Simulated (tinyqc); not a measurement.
From results back to parameters: heavy doping: gap narrowing, degeneracy and the minority density. Three cases, with inputs chosen for the exercise.

Problem. Narrowing at two dopings was computed from hidden E0 and N0, with N0 below Na.

Empirical narrowing (Slotboom form, constants chosen for the exercise; published fits of this form give the apparent narrowing, here it is taken as the true one): dEg = E0 [ln(N/N0) + sqrt(ln(N/N0)^2 + C)].

Find: N0; E0.

Method. The ratio dEg(Nb)/dEg(Na) depends on N0 alone and rises steadily with it; solve for ln N0 by bisection, then E0 from either value.

Case 1.

Values chosen (out of a larger set: gap and densities of states near those of Si at this temperature; narrowing constants near the fits for Si; not measured data): C = 0.5 (smoothing constant); Na = 1.3e+18 1/cm^3; Nb = 3.9e+19 1/cm^3.

dEg(Na) = 36.9837 meV
dEg(Nb) = 89.8921 meV

Solution.

N0 = 1.3e+17 1/cm^3
E0 = 7.85 meV

Case 2.

Values chosen (out of a larger set: gap and densities of states near those of Si at this temperature; narrowing constants near the fits for Si; not measured data): C = 0.5 (smoothing constant); Na = 1.1e+18 1/cm^3; Nb = 3.3e+19 1/cm^3.

dEg(Na) = 32.4608 meV
dEg(Nb) = 78.8990 meV

Solution.

N0 = 1.1e+17 1/cm^3
E0 = 6.89 meV

Case 3.

Values chosen (out of a larger set: gap and densities of states near those of Si at this temperature; narrowing constants near the fits for Si; not measured data): C = 0.5 (smoothing constant); Na = 1.2e+18 1/cm^3; Nb = 3.6e+19 1/cm^3.

dEg(Na) = 33.9685 meV
dEg(Nb) = 82.5634 meV

Solution.

N0 = 1.2e+17 1/cm^3
E0 = 7.21 meV

Computed by tinyqc, one run a case: `OMP_NUM_THREADS=1 python tinyqc.py N N+1 out.jsonl` with N = 1652457, 1652498, 1652537; one thread of a shared Intel(R) Xeon(R) Processor @ 2.30GHz, about 0.01 s a run at most.
